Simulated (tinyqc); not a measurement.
Stretching all distances: RHF, UHF, MP2, CISD and CCSD against full CI in the sto-3g basis, for H2, spin multiplicity 1. Computed by the program tinyqc with PySCF. All coordinates are multiplied by the scale. c0^2 is the weight of the RHF determinant in the lowest singlet FCI state (UHF is spin-contaminated and may lie near states of higher spin) and n(LUMO) the first natural occupation beyond the occupied space.

Geometry (angstrom):

| atom | x | y | z |
|---|---|---|---|
| H | 0.0000 | 0.0000 | 0.0000 |
| H | 0.0000 | 0.0000 | 0.6630 |

Full CI energy (hartree) and errors against it (kcal/mol):

| scale | distance 1-2 (angstrom) | E(FCI) | RHF | UHF | MP2 | CISD | CCSD | <S^2> UHF | c0^2 | n(LUMO) |
|---|---|---|---|---|---|---|---|---|---|---|
| 0.8900 | 0.5901 | -1.112489 | 9.3065 | 9.3065 | 3.0189 | 0.0000 | 0.0000 | 0.0000 | 0.9927 | 0.0146 |
| 1.4700 | 0.9746 | -1.106422 | 20.9019 | 20.9019 | 8.5408 | 0.0000 | 0.0000 | 0.0000 | 0.9717 | 0.0566 |
| 1.7600 | 1.1669 | -1.064136 | 30.4349 | 30.3656 | 13.4494 | 0.0000 | 0.0000 | 0.0449 | 0.9482 | 0.1035 |
| 2.0500 | 1.3592 | -1.023257 | 43.2652 | 30.8070 | 20.2278 | 0.0000 | 0.0000 | 0.5052 | 0.9108 | 0.1784 |
| 2.3400 | 1.5514 | -0.990268 | 59.3518 | 23.0595 | 28.6223 | 0.0000 | 0.0000 | 0.7444 | 0.8584 | 0.2833 |
| 2.6300 | 1.7437 | -0.966945 | 77.8009 | 14.8321 | 37.6020 | 0.0000 | 0.0000 | 0.8683 | 0.7957 | 0.4086 |
| 2.9200 | 1.9360 | -0.952104 | 97.1023 | 8.6930 | 45.5991 | 0.0000 | 0.0000 | 0.9323 | 0.7319 | 0.5361 |

Estimate the missing row, scale = 1.18.

Computed row:
```
scale   distance 1-2 (angstrom)     E(FCI)      RHF      UHF     MP2    CISD    CCSD  <S^2> UHF    c0^2  n(LUMO)
1.1800                   0.7823  -1.135567  14.0871  14.0871  5.2028  0.0000  0.0000     0.0000  0.9853   0.0295
```

UHF parts from RHF first at scale 1.76 of those listed, where <S^2> leaves zero. The weight c0^2 goes from 0.99 to 0.73 and n(LUMO) from 0.01 to 0.54: static correlation grows as the bonds break into open-shell fragments. The spread of the error along the curve, which distorts its shape, is CISD 0.0, CCSD 0.0, UHF 22.1, MP2 42.6, RHF 87.8 kcal/mol. With two electrons CISD and CCSD are exact.
